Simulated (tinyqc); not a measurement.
From results back to parameters: eight-band Kane k.p model. Three cases, with inputs chosen for the exercise.

Problem. In the Kane model 1/m = A_r + Ep (Eg + 2 Dso/3)/(Eg (Eg + Dso)) and the Roth formula gives g* = 2 - 2 Ep Dso/(3 Eg (Eg + Dso)). The mass and the g factor below were computed from hidden Ep and Dso.

Find: X; Y; Ep; Dso.

Method. Let X = 1/m - A_r and Y = (2 - g*)/2. Then X + Y = Ep/Eg and X - 2 Y = Ep/(Eg + Dso).

Case 1.

Values chosen (out of a larger set: near those of Ge; not measured data): Eg = 0.897 eV (gap at Gamma to the s-like level); A_r = 0 (remote-band term in 1/m).

m = 0.0372634 m0
g* = -2.74494

Solution.

X = 26.836
Y = 2.372
Ep = 26.20 eV
Dso = 0.289 eV

Case 2.

Values chosen (out of a larger set: near those of InAs; not measured data): Eg = 0.415 eV (gap at Gamma to the s-like level); A_r = 1 (remote-band term in 1/m).

m = 0.0226102 m0
g* = -14.67693

Solution.

X = 43.228
Y = 8.338
Ep = 21.40 eV
Dso = 0.391 eV

Case 3.

Values chosen (out of a larger set: near those of GaP; not measured data): Eg = 2.865 eV (gap at Gamma to the s-like level); A_r = -0.6 (remote-band term in 1/m).

m = 0.1033968 m0
g* = 1.80998

Solution.

X = 10.271
Y = 0.095
Ep = 29.70 eV
Dso = 0.081 eV

Computed by tinyqc, one run a case: `OMP_NUM_THREADS=1 python tinyqc.py N N+1 out.jsonl` with N = 1080259, 1080268, 1080271; one thread of a shared Intel(R) Xeon(R) Processor @ 2.30GHz, about 0.1 s a run at most.
